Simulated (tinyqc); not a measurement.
Inside a calculation. Model: ballistic Schottky-barrier transistor with a two-dimensional channel, WKB contacts.

Computed by the program tinyqc: `OMP_NUM_THREADS=1 python tinyqc.py 2390051 2390052 out.jsonl`, one thread of a shared Intel Xeon 2.30GHz, about 0.2 s for the whole run. Printed values are rounded.

Source Fermi level 0, drain Fermi level -Vd. Far from the contacts Ec = pn - psi, and the gate moves psi one to one; the band edges relax as exp(-x/lam) from pn at the source and pn - Vd at the drain; Ev = Ec - Eg. A carrier of energy w inside the channel band meets at a contact a barrier of height D (the contact edge beyond the channel edge): T = 1 for w >= D, else exp(-S), S = 4 lam sqrt(m/C) [sqrt(D - w) - sqrt(w) arctan sqrt((D - w)/w)], C = hbar^2/(2 m0). The two contacts combine as Ts Td/(Ts + Td - Ts Td).

Inputs (values chosen for the exercise); channel values close to those of a molybdenum disulphide layer: temperature T = 300 K; band gap Eg = 1.7 eV; barrier for electrons at both contacts pn = 0.48 eV; electron mass mn = 0.48 m0; hole mass mp = 0.6 m0; valleys or subbands g = 2; screening length at the contacts lam = 2.6 nm; drain bias Vd = 0.05 V; band shift psi of the channel by the gate ps = -0.61 V; energy of one carrier inside the channel band w0 = 0.27 eV; upper end of the grid wm = 0.84 eV; points of the grid nE = 15.

Constants: q = 1.602176634e-19 C, kB = 1.380649e-23 J/K, hbar = 1.054571817e-34 J s, h = 6.62607015e-34 J s, m0 = 9.1093837015e-31 kg, Vt = kB T/q, hbar^2/(2 m0) = 0.0380998212 eV nm^2. Results are converted to the units shown.

Range of the model: No scattering, image-force lowering, channel charge or band-to-band tunnelling; parabolic kappa overstates S deep in the gap.

## Band edges and barriers

Electrons: Ds = psi, Dd = psi - Vd, Es = Ec, Ed = Ec + Vd. Holes: Ds = -psi, Dd = Vd - psi, Es = -Ev, Ed = -Ev - Vd. The size of each current is taken; both flow from drain to source and add.

Ec = 1.09 eV
Ev = -0.61 eV
D for electrons (eV): source -0.610000, drain -0.660000
D for holes (eV): source 0.610000, drain 0.660000

A negative D is no barrier. Here the holes carry the larger current.

## Transmission of one of the holes

S and T at both contacts for w = w0, and the tunnelling distance lam ln(D/w) at the higher barrier.

S at the source = 5.98889
S at the drain = 6.97042
combined T = 6.83693e-4
tunnelling distance = 2.32393 nm

## Current of the holes on a coarse grid

I/W = g (2 q^2/h) int T(w) [N(Es + w) - N(Ed + w)] dw with w the energy of motion along the channel, N(y) = (1/2 pi) sqrt(pi m kB T/C) Fm(-y/kB T), Fm(x) = (1/sqrt(pi)) int_0^infinity u^(-1/2)/(1 + exp(u - x)) du. Electrons: Ds = psi, Dd = psi - Vd, Es = Ec, Ed = Ec + Vd. Holes: Ds = -psi, Dd = Vd - psi, Es = -Ev, Ed = -Ev - Vd. The size of each current is taken; both flow from drain to source and add. Simpson's rule on nE equally spaced w from 0 to wm.

```
point    w (eV)           Ts           Td            T  size of the supply difference (1/um)
0      0.000000  1.00233e-14  2.74523e-15  2.15500e-15                            6.02368e-8
1      0.060000   1.59659e-8   4.65603e-9   3.60479e-9                            5.91434e-9
2      0.120000   2.25483e-6   7.02514e-7   5.35633e-7                           5.80698e-10
3      0.180000   6.67789e-5   2.23166e-5   1.67270e-5                           5.70158e-11
4      0.240000   8.64390e-4   3.11341e-4   2.28948e-4                           5.59808e-12
5      0.300000   0.00647710   0.00252948   0.00182240                           5.49647e-13
6      0.360000    0.0323224    0.0137914   0.00976112                           5.39670e-14
7      0.420000     0.116126    0.0547004    0.0386208                           5.29874e-15
8      0.480000     0.313479     0.165517     0.121482                           5.20256e-16
9      0.540000     0.645188     0.391821     0.322360                           5.10812e-17
10     0.600000     0.977554     0.727530     0.715576                           5.01540e-18
11     0.660000            1            1            1                           4.92436e-19
12     0.720000            1            1            1                           4.83497e-20
13     0.780000            1            1            1                           4.74721e-21
14     0.840000            1            1            1                           4.66104e-22
```

current = 4.08042e-14 uA/um

A converged quadrature gives 4.077e-14 uA/um; this grid is 0.091 % above that. 0.00484 % of it passes over both barriers, the rest tunnels. The other carrier adds 2.69e-16 uA/um.
